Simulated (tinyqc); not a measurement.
Resistivity of narrow wires: free and nearly free electrons in a metal.

The cubic cell holds 2 atoms: n = 2 z/a^3, kF = (3 pi^2 n)^(1/3), EF = c kF^2/m, vF = 2 c kF/(m hbar), c = hbar^2/2m0; rs = (3/(4 pi n))^(1/3)/a0; D(EF) = 3 n/(2 EF).

Square wire of width w with grain size w: rho/rho0 = 1/(1 - 3 al/2 + 3 al^2 - 3 al^3 ln(1 + 1/al)) + (3/4) (1 - p) l/w, with al = (l/w) Rg/(1 - Rg) (Mayadas-Shatzkes plus the thick-wire form of Fuchs-Sondheimer); l = hbar kF/(n e^2 rho), e = 1.602176634e-19 C.

Constants: hbar^2/2m0 = 3.80998211 eV angstrom^2; hbar = 6.58211957e-16 eV s; a0 (Bohr radius) = 0.5291772105 angstrom.

Parameters, chosen for this exercise (near those of K; the results hold for these values, not for the real material):
```
symbol  value  unit          meaning
a       5.224  angstrom      bcc lattice constant
z       1                    free electrons an atom
m       1.28   m0            mass
rho     7.23   micro-ohm cm  bulk resistivity
p       0.2                  specularity of the surfaces
Rg      0.39                 reflection at grain boundaries
```

Wires:
```
w (nm)     al  grain term (factor - 1)  surface term  rho (micro-ohm cm)
200     0.097                    0.141         0.091                8.90
100     0.193                    0.278         0.181               10.55
50      0.386                    0.545         0.363               13.79
30      0.644                    0.897         0.604               18.08
20      0.966                    1.332         0.907               23.42
14      1.380                    1.889         1.295               30.25
10      1.932                    2.629         1.813               39.35
7       2.760                    3.736         2.590               52.97
```

l = 30.22 nm

At 7 nm the resistivity is 7.33 times the bulk value; grain boundaries add more (3.74 from grains, 2.59 from surfaces). It passes twice the bulk value between 50 and 30 nm. The surface formula is meant for w above l = 30 nm, so the rows below that are rough.

Program tinyqc; command `OMP_NUM_THREADS=1 python tinyqc.py 1652004 1652005 out.jsonl`; about 0.01 s on one thread of a shared Intel(R) Xeon(R) Processor @ 2.30GHz.
